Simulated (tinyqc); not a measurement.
Thermionic-field emission through a Schottky barrier, WKB: one step of the calculation.

Metal on an n-type semiconductor with one parabolic valley; V > 0 is forward bias (metal positive). Energies E are counted from the conduction edge of the neutral semiconductor, whose Fermi level lies at -xi; that of the metal lies at -xi - V. The barrier is a parabola of height Vd = phi - xi - V (depletion approximation, no image force).

Problem. Current density on a coarse grid. For E < Vd, ln T(E) = -(Vd/E00) [sqrt(1 - y) - y ln((1 + sqrt(1 - y))/sqrt(y))], y = E/Vd; T(E) = 1 above. J = A* T (q/kB) int_0^infinity T(E) N(E) dE, N = ln[(1 + exp((-xi - E)/Vt))/(1 + exp((-xi - V - E)/Vt))], A* = 4 pi q me m0 kB^2/h^3 (times 1e-4 for A/(cm^2 K^2)). Simpson's rule on nE equally spaced points from 0 to Eb.

Values chosen for this exercise; band and dielectric values close to those of gallium nitride: temperature T = 350 K; electron mass me = 0.202 m0; bias V = 0.12 V; points of the energy grid nE = 13; upper end of the energy grid Eb = 0.46 eV.

Constants: q = 1.602176634e-19 C, kB = 1.380649e-23 J/K, h = 6.62607015e-34 J s, m0 = 9.1093837015e-31 kg, Vt = kB T/q. Results are converted to the units shown.

xi = -0.085391124 eV
Vd = 0.31539112 V
E00 = 46.065796 meV

Find: E; T(E); N; T(E) N; J.

Solution.

| point | E (eV) | T(E) | N | T(E) N |
|---|---|---|---|---|
| 0 | 0.0000 | 0.001063 | 2.613 | 0.002778 |
| 1 | 0.0383 | 0.006807 | 1.666 | 0.01134 |
| 2 | 0.0767 | 0.02380 | 0.8235 | 0.01960 |
| 3 | 0.1150 | 0.06491 | 0.3112 | 0.02020 |
| 4 | 0.1533 | 0.1483 | 0.09799 | 0.01453 |
| 5 | 0.1917 | 0.2927 | 0.02851 | 0.008346 |
| 6 | 0.2300 | 0.5053 | 0.008085 | 0.004085 |
| 7 | 0.2683 | 0.7623 | 0.002275 | 0.001734 |
| 8 | 0.3067 | 0.9791 | 6.389e-4 | 6.255e-4 |
| 9 | 0.3450 | 1.000 | 1.793e-4 | 1.793e-4 |
| 10 | 0.3833 | 1.000 | 5.030e-5 | 5.030e-5 |
| 11 | 0.4217 | 1.000 | 1.411e-5 | 1.411e-5 |
| 12 | 0.4600 | 1.000 | 3.960e-6 | 3.960e-6 |

J = 3.122e5 A/cm^2

The integrand peaks at E = 0.115 eV among these points, 0.36 of the barrier height.

Range of the model: The depletion approximation, a parabolic band and the neglect of image-force lowering make these currents estimates at high doping.

tinyqc, about 0.04 s, one thread, Intel Xeon 2.30GHz (shared host): `OMP_NUM_THREADS=1 python tinyqc.py 2640016 2640017 out.jsonl`
